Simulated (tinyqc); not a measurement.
Electromigration in a confined line: Blech product, Korhonen stress evolution and Black's law: one step, computed by the program tinyqc.

The electron wind pushes atoms from the cathode (x = 0) to the anode (x = L); blocking ends build a back stress (tension positive). The input rho is taken not to change with temperature. d sigma/dt = d/dx [kappa (d sigma/dx + G)], with zero flux at both ends and sigma = 0 at t = 0.

Problem. Extrapolation by Black's law. Median life t50 = A j^(-n) exp(E/(k_B T)); acceleration factor = t50(use)/t50(test) = (j/j_u)^n exp[(E/k_B)(1/T_u - 1/T)]. Temperatures in kelvin are T(C) + 273.15.

Inputs (values chosen for the exercise, close to those used for copper lines):

| quantity | value | unit |
|---|---|---|
| activation energy E | 0.896 | eV |
| current density j | 3.4 | MA/cm^2 |
| line length L | 35 | um |
| test temperature T | 240 | C |
| use temperature T_u | 85 | C |
| use current density j_u | 0.22 | MA/cm^2 |
| current exponent n | 2 | - |

Start: stress-free.

Constants: k_B = 8.617333262e-05 eV/K.

Give: current factor; temperature factor; acceleration factor.

Solution.

current factor = 238.84

temperature factor = 6432.7

acceleration factor = 1.5364e+06

Caution: an acceleration factor above a million assumes one mechanism over a range that no test covers. Caution: j_u L lies below the critical product, so the acceleration factor is formal: at use the line would not void.
